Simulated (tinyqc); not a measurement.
# Inputs raised by 5 %, one at a time

Model: field-effect mobility of a thin-film transistor with band-tail and deep states (multiple trapping). Computed by tinyqc, a small Python program. Command: `OMP_NUM_THREADS=1 python tinyqc.py 3012728 3012729 out.jsonl tft sens`. One thread of a shared host (Intel(R) Xeon(R) Processor @ 2.30GHz), about 0.3 s of CPU time with the checks.

A thick film in accumulation at small drain voltage. Only free electrons move; trapped ones still screen the gate. N_c and mu_0 are held fixed when T changes, leaving out the T^(3/2) growth of N_c. x = E_0 - psi is the distance of the Fermi level below the band edge.

Inputs (values chosen for the exercise, modelled on amorphous In2O3):
```
quantity                                           value         unit
permittivity eps                                       9            -
effective density of states N_c                  3.8e+18       1/cm^3
band mobility mu_0                                    51   cm^2/(V s)
tail density at the edge g_t                     4.6e+19  1/(eV cm^3)
tail width E_t                                        29          meV
deep-state density g_d                           3.3e+15  1/(eV cm^3)
flat-band Fermi level below the edge, E_0           0.49           eV
equivalent oxide thickness t                          46           nm
surface band bending psi_s as a fraction of E_0     0.99            -
temperature T                                        350            K
```

Deep states: included.

Constants: k_B = 8.617333262e-05 eV/K; e = 1.602176634e-19 C; eps_0 = 8.8541878128e-12 F/m.

Method:
- F_j(eta) = int_0^infinity x^j/(1 + exp(x - eta)) dx, without a gamma-function factor.
- Integrals over x = E/(k_B T) use 160 Gauss-Legendre points in u = sqrt(x) from 0 to sqrt(max(eta, 0) + 32).
- Free n(x) = N_c (2/sqrt(pi)) F_1/2(-x/k_B T), with F_1/2 from its two-term series in exp(-x/k_B T) for x >= 12 k_B T; tail n_t(x) = int_0^1.2eV g_t exp(-E/E_t)/(1 + exp((x - E)/k_B T)) dE, E counted down from the edge, 120 Gauss-Legendre points; deep charge g_d psi; space charge rho(psi) = n + n_t + g_d psi less its value at psi = 0.
- Poisson: F(psi) = sqrt((2 e/(eps eps_0)) int_0^psi rho dpsi'); V_G - V_FB = psi_s + eps F(psi_s) t/3.9; free sheet density N_f = int (n - n(E_0))/F dpsi; induced sheet density N_i = eps eps_0 F(psi_s)/e; trapezoid rule on 301 even points in psi, the first interval left out of N_f.
- mu_eff = mu_0 N_f/N_i; field-effect mobility mu_FE = mu_0 e (dN_f/dV_G)/C_ox and swing S = dV_G/dlog10(N_f), by a central difference of +/- 2 mV in psi_s; C_ox = 3.9 eps_0/t.

Runs; columns: (1) input moved; (2) from; (3) to; (4) effective mobility mu_eff (cm^2/(V s)); (5) V_G - V_FB (V); (6) swing S (mV/decade); (7) field-effect mobility mu_FE (cm^2/(V s)):
```
(1)                                             (2)        (3)    (4)    (5)   (6)    (7)
base run                                          -          -  27.79  2.973  4328  36.79
effective density of states N_c (1/cm^3)    3.8e+18   3.99e+18  28.38  3.011  4431  37.27
band mobility mu_0 (cm^2/(V s))                  51      53.55  29.18  2.973  4328  38.63
tail density at the edge g_t (1/(eV cm^3))  4.6e+19   4.83e+19  27.22  2.995  4331  36.33
deep-state density g_d (1/(eV cm^3))        3.3e+15  3.465e+15  27.78  2.973  4325  36.79
equivalent oxide thickness t (nm)                46       48.3  27.79  3.097  4537  36.84
temperature T (K)                               350      367.5  28.40  3.028  4507  36.90
permittivity eps                                  9       9.45  27.79  3.034  4431  36.82
```

Exponents ln(y'/y) / ln(x'/x):
```
input                            effective mobility mu_eff  V_G - V_FB  swing S  field-effect mobility mu_FE
effective density of states N_c                      0.430       0.266    0.484                        0.264
band mobility mu_0                                   1.000       0.000    0.000                        1.000
tail density at the edge g_t                        -0.427       0.156    0.016                       -0.257
deep-state density g_d                              -0.014       0.001   -0.012                       -0.001
equivalent oxide thickness t                         0.000       0.840    0.970                        0.030
temperature T                                        0.444       0.377    0.832                        0.061
permittivity eps                                     0.000       0.419    0.485                        0.015
```

Which inputs matter most for each result?

Among the inputs moved here: effective mobility mu_eff answers most in size to band mobility mu_0 (exponent +1.000), next to temperature T (+0.444); its exponent is below 0.0005 for equivalent oxide thickness t, permittivity eps. Its exponent +1.000 in band mobility mu_0: trapping only scales mu_0. Its exponent 0.000 in equivalent oxide thickness t: at fixed band bending the oxide does not enter. V_G - V_FB answers most in size to equivalent oxide thickness t (exponent +0.840), next to permittivity eps (+0.419); its exponent is below 0.0005 for band mobility mu_0. Swing S answers most in size to equivalent oxide thickness t (exponent +0.970), next to temperature T (+0.832); its exponent is below 0.0005 for band mobility mu_0. Field-effect mobility mu_FE answers most in size to band mobility mu_0 (exponent +1.000), next to effective density of states N_c (+0.264).
